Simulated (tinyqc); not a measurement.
Longitudinal sound in a periodic multilayer: transfer matrices, stop bands and folded phonons: one step, computed by the program tinyqc.

Layers 1 and 2 repeat with period d = d_1 + d_2; waves travel normal to the layers, without loss. State vector (u, s): displacement u and stress divided by omega. Impedances Z = rho v are in 1e6 kg/(m^2 s).

Question. Transmission through N periods. A layer maps (u, s) by [[cos p, sin p/Z], [-Z sin p, cos p]], p = 2 pi f d_i/v_i; one period is M = M_2 M_1, and cos(q d) = trace(M)/2. For N periods A = M^N. A wave comes from a thick layer of material 1 and leaves into the substrate (Z_s): transmitted power T = 4 Z_1 Z_s/|Z_1 A_22 + Z_s A_11 - i (Z_1 Z_s A_12 - A_21)|^2, reflected power R = 1 - T.

Inputs (values chosen for the exercise, modelled on silica (layer 1), silicon nitride (layer 2) and silicon (substrate)): velocity v_1 = 6050 m/s; thickness d_1 = 5.74 nm; velocity v_2 = 10100 m/s; thickness d_2 = 9.61 nm; periods N = 8; frequency f = 238 GHz.

M:
```
[[-0.3976004, 0.01556847],
 [-6.670645, -2.253892]]
```

Z_2 = 31.411

Z_1 = 13.4915

Z of the substrate = 19.6695

Give: A = M^N; transmitted power T; T in decibel.

Answer.

A = M^N:
```
[[-17.947, -4.8394],
 [2073.5, 559.07]]
```

transmitted power T = 1.6858e-05

T in decibel = -47.732 dB
